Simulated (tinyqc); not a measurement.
Thermal stress, cracking, delamination and buckling of a thin film; Griffith cracks and misfitting inclusions: one step, computed by the program tinyqc. Command: `OMP_NUM_THREADS=1 python tinyqc.py 3003034 3003035 out.jsonl filmcrack walk`. One thread of a shared host (Intel(R) Xeon(R) Processor @ 2.30GHz), about 0.01 s of CPU time with the checks.

Isotropic linear elasticity; the substrate is much thicker than the film; stress is positive in tension.

Task: Elastic mismatch. Dundurs alpha = (Ebar - Ebar_s)/(Ebar + Ebar_s), with Ebar_s = E_s/(1 - nu_s^2). The channel-crack factor is taken as g = 1.258 (1 - alpha)^(-0.7), a rough interpolation chosen for the exercise (1.258 is the value for matched materials).

Inputs (values chosen for the exercise, modelled on a porous low-k oxide on silicon):
```
quantity,value,unit
deposition temperature T_d,600,K
final temperature T,300,K
substrate Young's modulus E_s,133,GPa
substrate Poisson ratio nu_s,0.21,-
```

Ebar = 8.138795 GPa

Give: Dundurs alpha; factor g.

Result:

Dundurs alpha = -0.8895

factor g = 0.8058

The stiffer substrate holds the crack faces and lowers the driving force.
